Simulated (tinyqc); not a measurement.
## Four-point probe at the centre of a round wafer

Four collinear probes with spacing s at the centre of a thin disc of diameter d with an insulating edge: Rs = C V/I, C = pi/{ln 2 + ln[((d/s)^2 + 3)/((d/s)^2 - 3)]}; C tends to pi/ln 2 = 4.5324. x = d/s.

Values chosen for this exercise:
- ns = 1.6e15 cm^-2 (sheet density of the layer)
- mu = 54 cm^2/(V s) (drift mobility)
- I = 100 uA (current)

Constants: q = 1.602176634e-19 C. Results are converted to the units shown.

Results:

| x | C | C over its limit | V for Rs = 1/(q ns mu) (mV) |
|---|---|---|---|
| 3.5 | 2.6331 | 0.58096 | 2.7435 |
| 5 | 3.3625 | 0.74188 | 2.1484 |
| 7.5 | 3.9274 | 0.86653 | 1.8394 |
| 10 | 4.1712 | 0.92031 | 1.7319 |
| 15 | 4.3644 | 0.96295 | 1.6552 |
| 20 | 4.4364 | 0.97882 | 1.6284 |
| 40 | 4.5080 | 0.99462 | 1.6025 |
| 100 | 4.5284 | 0.99914 | 1.5952 |

Estimate the missing row, x = 4.

Computed row:

| x | C | C over its limit | V for Rs = 1/(q ns mu) (mV) |
|---|---|---|---|
| 4 | 2.9289 | 0.64621 | 2.4665 |

With this row back in the table: C rises from 2.633 to 4.528. Using 4.5324 overstates Rs by 72.1 % in the first row and by under 1 % from d/s = 40 on among the rows.

Computed by the program tinyqc: `OMP_NUM_THREADS=1 python tinyqc.py 2850226 2850227 out.jsonl`, one thread of a shared Intel Xeon 2.30GHz, about 0.01 s for the whole run.
